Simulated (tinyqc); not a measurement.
Global model of a low-pressure process discharge: electron temperature, density, ion flux and ion energy: one step, computed by the program tinyqc.

Maxwellian electrons with temperature T_e in eV, one positive ion, no negative ions, uniform bulk density n; rate constants have the Arrhenius form.

Problem. Geometry factors. n_g = p/(k_B T_g); lambda_i = 1/(n_g sigma); h_L = 0.86/sqrt(3 + L/(2 lambda_i)), h_R = 0.8/sqrt(4 + R/lambda_i); A_eff = 2 pi R^2 h_L + 2 pi R L h_R; d_eff = pi R^2 L/A_eff.

Inputs (values chosen for the exercise, of the order of those of an inductive discharge in a simple atomic gas):

| quantity | value | unit |
|---|---|---|
| ion-neutral cross section | 1.1e-18 | m^2 |
| pressure p | 0.87 | Pa |
| gas temperature T_g | 300 | K |
| radius R | 24 | cm |
| height L | 15 | cm |

Constants: k_B = 1.380649e-23 J/K.

Give: gas density n_g; ion mean free path; h_L; h_R; A_eff; d_eff.

Solution.

gas density n_g = 2.100e+20 1/m^3

ion mean free path = 0.4328 cm

h_L = 0.1907

h_R = 0.1038

A_eff = 925.0 cm^2

d_eff = 29.34 cm
